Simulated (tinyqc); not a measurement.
Changing the temperature T: Cabrera-Mott growth of a thin oxide under its own electric field. Computed by tinyqc, a small Python program. Command: `OMP_NUM_THREADS=1 python tinyqc.py 3014939 3014940 out.jsonl cabrera sweep`. One thread of a shared host (Intel(R) Xeon(R) Processor @ 2.30GHz), about 0.03 s of CPU time with the checks.

Electrons cross the film freely and set a fixed potential V across it; the field V/x lowers the barrier for ions entering the oxide.

Inputs (values chosen for the exercise, for a model metal):
```
quantity                     value        unit
barrier W                      1.2          eV
Mott potential V               1.7           V
ion charge number z              3           -
half jump distance b           1.8    angstrom
prefactor u0 = N Omega nu  3.8e+13  angstrom/s
starting thickness x0           11    angstrom
time t                          70           s
```

Backward hops: ignored.

Constants: k_B = 8.617333262e-05 eV/K.

Method. u = u0 exp(-W/(k_B T)), X1 = z b V/(k_B T) with V in volts and k_B T in eV; dx/dt = u exp(X1/x). t(x) = int_(x0)^x dx / (dx/dt) by Gauss-Legendre quadrature (80 points on each side of (x0 + 2 x)/3), solved for x.

One run for each value:
```
temperature T (K)  thickness x (angstrom)  field at time t (MV/cm)  rate at time t (angstrom/s)
200                             1.599e+01                1.063e+01                    6.476e-03
250                             2.115e+01                8.036e+00                    1.370e-02
300                             3.034e+01                5.604e+00                    3.193e-02
350                             4.981e+01                3.413e+00                    9.005e-02
400                             1.054e+02                1.612e+00                    3.609e-01
450                             3.718e+02                4.572e-01                    2.611e+00
500                             2.781e+03                6.114e-02                    3.293e+01
550                             2.790e+04                6.093e-03                    3.863e+02
600                             2.228e+05                7.630e-04                    3.166e+03
```

Describe and explain the trends.

Over the rows, thickness x (angstrom) rises from 16.0 to 223000 (exponent d ln y / d ln x 1.3 between the first rows and 24 between the last); field at time t (MV/cm) falls from 10.6 to 7.63e-4 (exponent d ln y / d ln x -1.3 between the first rows and -24 between the last); rate at time t (angstrom/s) rises from 0.00648 to 3170 (exponent d ln y / d ln x 3.4 between the first rows and 24 between the last). While x is well below X1, growth stalls where z b V/x has fallen to about W - k_B T ln(u0 t X1/x^2); heat closes that gap, so the film thickens slowly at first and steeply once W/(k_B T) nears that logarithm.

Caution (all rows): the starting field or rate is formal: the first layers form as fast as oxygen arrives. Caution (rows 400, 450, 500, 550, 600): electrons tunnel only through a few nanometres, so beyond about 10 nm a fixed Mott potential is doubtful. Caution (rows 450, 500, 550, 600): X1/x is small, so backward hops, left out here, would cut the rate.
